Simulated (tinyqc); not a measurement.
# Programming of a floating-gate cell by Fowler-Nordheim tunnelling: several studies

Per tunnel area the floating gate has Ctun = 3.9 eps0/tox to the channel (0 V) and Ccg to the control gate, Ct = Ctun/(1 - ag), no other coupling. With the threshold shift U = -Q/Ccg the field is F = ag (Vg - U)/tox, and dU/dt = J/Ccg. Fowler-Nordheim: J = A F^2 exp(-B/F), A = q^2/(16 pi^2 hbar mo phi) (times 1e14 for A/cm^2 with F in V/nm, emitter mass m0), B = (4/3) sqrt(mo/C) phi^1.5, C = hbar^2/(2 m0).

Parameters, values chosen for the exercise; oxide values close to those of silicon dioxide:

| symbol | value | unit | meaning |
|---|---|---|---|
| phi | 3 | eV | tunnel barrier |
| mo | 0.44 | m0 | tunnelling mass |
| tox | 6.6 | nm | tunnel oxide thickness |
| ag | 0.71 |  | coupling ratio Ccg/Ct |
| Vt0 | -0.9 | V | threshold shift at the start |
| Vg | 9 | V | control-gate voltage |

Constants: q = 1.602176634e-19 C, hbar = 1.054571817e-34 J s, m0 = 9.1093837015e-31 kg, eps0 = 8.8541878128e-14 F/cm where lengths are in cm, hbar^2/(2 m0) = 0.0380998212 eV nm^2. Results are converted to the units shown.

Each table varies one quantity; the others keep the values above.

## Programming by a staircase of pulses

Pulse i = 1, 2, ... has the height 7.5 V + (i - 1) 0.2 V and lasts 16 us; each starts from the U that the last one left. Exact: exp(B/F(t)) = exp(B/F(0)) + K t, K = A B ag/(Ccg tox), and U = Vg - tox F/ag.

Programming by a staircase of pulses:
```
N   last pulse (V)    U (V)  gain of the last pulse (V)  F at its end (V/nm)
1            7.500  -0.8943                    0.005705               0.9030
2            7.700  -0.8836                     0.01068               0.9234
3            7.900  -0.8645                     0.01908               0.9429
4            8.100  -0.8323                     0.03226               0.9609
6            8.500  -0.7061                     0.07506               0.9904
8            8.900  -0.4765                      0.1278                1.009
11           9.500  0.01951                      0.1790                1.020
14           10.10   0.5936                      0.1951                1.023
18           10.90    1.387                      0.1994                1.023
```

The gain of a pulse rises from 0.00570 to 0.199 V and settles at the step of 0.2 V: the field at the end of a pulse becomes steady, 1.02 V/nm, so U follows the gate one to one whatever it started from. It is within 5 % of the step from pulse 14 on among the rows. For N = 8, 11, 14, 18 the field stays above 10 MV/cm, which wears the oxide.

## Effect of the coupling ratio

Same model as above.

After 0.0005 s.

Effect of the coupling ratio:
```
ag    F(0) (V/nm)  F (V/nm)  J (A/cm^2)     U (V)
0.42      0.63000   0.63000   2.7266e-9  -0.90000
0.47      0.70500   0.70499   1.8183e-7  -0.89980
0.52      0.78000   0.77962   5.4392e-6  -0.89516
0.57      0.85500   0.84968   7.7947e-5  -0.83844
0.63      0.94500   0.90255   4.4574e-4  -0.45526
0.68       1.0200   0.91789   7.1307e-4  0.091036
0.73       1.0950   0.92619   9.1344e-4   0.62627
0.78       1.1700   0.93422   0.0011564    1.0951
```

The starting field rises from 0.630 to 1.17 V/nm and U rises from -0.900 to 1.10 V. Between the last two rows 0.01 of coupling is worth 93.8 mV.

## Effect of the gate voltage

Same model as above.

After 0.0005 s.

Effect of the gate voltage:
```
Vg (V)  F (V/nm)  J (A/cm^2)      U (V)
6        0.74223   1.0768e-6   -0.89958
6.6      0.80615   1.5713e-5   -0.89379
7.2      0.86519   1.3279e-4   -0.84260
7.9      0.90873   5.3956e-4   -0.54732
8.5      0.92048   7.7067e-4  -0.056565
9.1      0.92333   8.3907e-4    0.51697
9.8      0.92408   8.5805e-4     1.2100
10.4     0.92424   8.6210e-4     1.8085
11       0.92429   8.6339e-4     2.4080
```

U rises from -0.900 to 2.41 V, by 0.0097 V a volt between the first two rows and 0.999 between the last two: once K t exceeds exp(B/F(0)) the final field, 0.924 V/nm, no longer depends on Vg. In 2 of the 9 rows the starting field exceeds 12 MV/cm, where the oxide would wear out or break down quickly.

Range of the model: Programming fields of 10 MV/cm and more wear the oxide; trapping and the channel potential are ignored.

Program tinyqc, `OMP_NUM_THREADS=1 python tinyqc.py 2130055 2130056 out.jsonl`; Intel Xeon 2.30GHz, shared host, one thread, about 0.01 s.
